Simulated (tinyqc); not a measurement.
Grain-boundary trapping model (Seto) of a polycrystalline semiconductor film. From one set of inputs to another, one input at a time. Computed by tinyqc, a small Python program. Command: `OMP_NUM_THREADS=1 python tinyqc.py 3020723 3020724 out.jsonl poly ladder`. One thread of a shared host (Intel(R) Xeon(R) Processor @ 2.30GHz), about 0.01 s of CPU time with the checks.

Grains of equal size L are joined by thin boundaries with one trap level. Trapped carriers deplete a width W on each side and raise a barrier, crossed by thermionic emission. Dopants are fully ionised, statistics are non-degenerate and mu_g does not depend on T.

The inputs printed are set A. Set A is modelled on polycrystalline ZnO; the values taken over come from a set modelled on polycrystalline silicon. Inputs not listed in the table keep their values of set A, so the rows need not describe a real material.

Inputs (values chosen for the exercise, modelled on polycrystalline ZnO):
```
quantity                                     value        unit
permittivity eps                               8.3           -
effective mass m                              0.27         m_0
effective density of states at 300 K, N_c  3.5e+18      1/cm^3
grain size L                                   200          nm
trap density Q_t                           2.4e+12      1/cm^2
trap level E_t below the band edge            0.34          eV
doping N                                   1.6e+17      1/cm^3
mobility inside the grains mu_g                120  cm^2/(V s)
temperature T                                  300           K
```

Grain interior: resistance included.

Constants: k_B = 8.617333262e-05 eV/K; e = 1.602176634e-19 C; eps_0 = 8.8541878128e-12 F/m; m_0 = 9.1093837015e-31 kg; k_B = 1.380649e-23 J/K.

Method. N_c(T) = N_c (T/300 K)^(3/2). Filled traps Q = Q_t/(1 + (1/2) exp((E_t* - E_F)/k_B T)), where E_t* = e V_B - E_t and E_F are counted from the band edge at the grain centre. Partial depletion: Q = 2 N W, V_B = e N W^2/(2 eps eps_0), E_F = k_B T ln(N/N_c); solve for W. If that W would exceed L/2 the grain is fully depleted: W = L/2, Q = N L, and E_F follows from the trap equation. Centre density n_0 = N_c exp(E_F/k_B T). Boundary: sigma_b = L e^2 n_0 exp(-e V_B/k_B T)/sqrt(2 pi m k_B T); drift through the grain, depleted parts included: rho_g = [(1 - 2W/L) + (2W/L) int_0^1 exp(y^2 s^2) ds]/(e n_0 mu_g); rho = 1/sigma_b + rho_g. Mean carrier density n_av = n_0 [(1 - 2W/L) + (2W/L) (sqrt(pi)/2) erf(y)/y], y = sqrt(e V_B/k_B T); effective mobility 1/(e n_av rho).

Each row keeps all changes above it:
```
input moved                                      from       to  effective mobility (cm^2/(V s))  barrier V_B (V)  mean carrier density (1/cm^3)
set A                                               -        -                       8.1243e-02          0.27510                     1.1372e+17
trap density Q_t (1/cm^2)                     2.4e+12  5.2e+12                       2.6422e-02          0.30553                     1.1030e+17
doping N (1/cm^3)                             1.6e+17  5.9e+16                       4.1309e-02          0.29640                     2.9430e+16
permittivity eps                                  8.3     11.7                       5.5256e-02          0.29133                     2.4300e+16
grain size L (nm)                                 200       95                       2.3599e+01          0.10294                     9.7305e+12
mobility inside the grains mu_g (cm^2/(V s))      120      200                       3.2887e+01          0.10294                     9.7305e+12
trap level E_t below the band edge (eV)          0.34      0.3                       3.2887e+01          0.10294                     4.5720e+13
effective mass m (m_0)                           0.27     0.33                       3.1524e+01          0.10294                     4.5720e+13
```

Where does the difference come from?

Effective mobility goes from 0.0812 to 31.5, a factor 388 in all. The largest single move comes from grain size L (a factor 427), and trap density Q_t works against it (a factor 0.325). Barrier V_B goes from 0.275 to 0.103, a factor 0.374 in all. The largest single move comes from grain size L (a factor 0.353), and trap density Q_t works against it (a factor 1.11). Mean carrier density goes from 1.14e17 to 4.57e13, a factor 4.02e-4 in all. The largest single move comes from grain size L (a factor 4.00e-4), and trap level E_t below the band edge works against it (a factor 4.70). The single moves hold for this order of the switches; the total does not depend on the order.

Extremes, crossings and ranges named in words are read from the listed rows.
